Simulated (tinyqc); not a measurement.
Tunnelling through a gate dielectric, WKB transmission and Tsu-Esaki current: one step of the calculation.

Electrons leave the emitter at x = 0. Energies E (motion across the layers) are in eV from the emitter Fermi level; the collector Fermi level lies at -V and offers states at every E. No charge in the dielectric and no image force: F1 = V/t1, U = phi1 - F1 x. With C = hbar^2/(2 m0), kappa = sqrt(m (U - E)/C) where U > E and 0 elsewhere; T(E) = exp(-S), S = 2 times the integral of kappa over x.

Task. WKB exponent in closed form. Each layer adds (2/F) sqrt(m/C) [G(u at its left edge) - G(u at its right edge)] to S, with u = U - E (0 where negative) and G(u) = (2/3) u^1.5. The slope follows from 1/d = -dS/dE.

Parameters, values chosen for the exercise; dielectric values close to those of silicon dioxide: barrier of layer 1 above the emitter Fermi level at zero bias phi1 = 3.05 eV; tunnelling mass of layer 1 m1 = 0.52 m0; thickness of layer 1 t1 = 3.1 nm; voltage across the dielectric V = 0.4 V; energy of the electron followed E = -0.17 eV.

Constants: q = 1.602176634e-19 C, hbar = 1.054571817e-34 J s, m0 = 9.1093837015e-31 kg, hbar^2/(2 m0) = 0.0380998212 eV nm^2. Results are converted to the units shown.

Find: S; T(E); energy d over which T(E) grows by a factor e.

Result.

S = 39.80
T(E) = 5.202e-18
energy d over which T(E) grows by a factor e = 0.1517 eV

The midpoint rule gives S = 39.798, so its T(E) is 0.020 % below this value. The band edge stays above E through the whole stack: direct tunnelling through a trapezoid.

tinyqc, about 0.01 s, one thread, Intel Xeon 2.30GHz (shared host): `OMP_NUM_THREADS=1 python tinyqc.py 2540020 2540021 out.jsonl`
